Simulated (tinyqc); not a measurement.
Rise against time: self-heating of a transistor with one or more fingers, with temperature-dependent conductivity. Computed by tinyqc, a small Python program. Command: `OMP_NUM_THREADS=1 python tinyqc.py 3011437 3011438 out.jsonl selfheat walk`. One thread of a shared host (Intel(R) Xeon(R) Processor @ 2.30GHz), about 0.08 s of CPU time with the checks.

N long parallel fingers lie on the top face of a slab whose bottom is held at T_0; the top is otherwise insulated, and heat flows in two dimensions. P in W/mm is 1000 P in W/m.

Inputs (values chosen for the exercise, modelled on gallium oxide):

| quantity | value | unit |
|---|---|---|
| conductivity at the base temperature kappa_0 | 18.6 | W/(m K) |
| power per gate width P | 0.14 | W/mm |
| fingers N | 6 | - |
| finger pitch s | 13 | micrometre |
| width of the heat source w | 0.54 | micrometre |
| substrate thickness t | 41 | micrometre |
| heat capacity C | 3.41 | 1e6 J/(m^3 K) |
| pulse length | 26 | microsecond |

Power: fixed power.

Method:
- A line source of power P on the top face raises the top at distance x by (P/(pi kappa_0)) g(x), g(x) = -ln tanh(pi x/(4 t)) (the image sum for the slab). On a strip of width w the centre sees the mean of g over the strip, g_0 = 1 + ln(8 t/(pi w)) for w much below t.
- theta_i = (P/(pi kappa_0)) [g_0 + sum over j != i of g(|i - j| s)], with equal powers and constant conductivity; thermal resistance = largest theta/P.
- After switching on, theta(tau) = (P D/kappa_0) int_0^tau X(u) Z(u) du at the hottest finger, D = kappa_0/C; X = sum over fingers at distance x of [erf((x + w/2)/r) - erf((x - w/2)/r)]/(2 w), Z = sum_(j=-200..200) (-1)^j exp(-(2 j t/r)^2)/sqrt(pi D u), r = 2 sqrt(D u); trapezoid rule on 300 points evenly spaced in ln u from u_0 = 1e-3 min(tau, w^2/D) to tau, plus the exact piece 2 sqrt(u_0/(pi D))/w below u_0. Conductivity and power are held at their base values here, and Fourier's law is used even where the diffusion length is near a phonon free path.

diffusivity D = 5.45455 micrometre^2/microsecond

theta of each finger (K): 22.3957  25.3771  26.5769  26.5769  25.3771  22.3957

largest theta = 26.5769 K

Heating curve:

| time (microsecond) | sqrt(D time) (micrometre) | rise (K) | share of the steady rise |
|---|---|---|---|
| 3.10e-04 | 0.041121 | 0.64676 | 0.02434 |
| 0.0031 | 0.13003 | 1.9857 | 0.07472 |
| 0.031 | 0.41121 | 4.4153 | 0.1661 |
| 0.31 | 1.3003 | 7.1356 | 0.2685 |
| 3.1 | 4.1121 | 9.9502 | 0.3744 |
| 15 | 9.0453 | 13.183 | 0.496 |
| 62 | 18.390 | 18.914 | 0.7117 |
| 180 | 31.334 | 24.224 | 0.9115 |
| 460 | 50.091 | 26.394 | 0.9931 |

Half the steady rise is reached between 15 and 62 microseconds, and the last row holds 99.3 % of it; the slowest time constant is 4 t^2/(pi^2 D) = 125 microseconds. While the diffusion length lies between w and the pitch or thickness, the rise grows as the logarithm of time; once it nears the pitch of 13 micrometre the neighbours add their heat.

Extremes, crossings and ranges named in words are read from the listed rows.
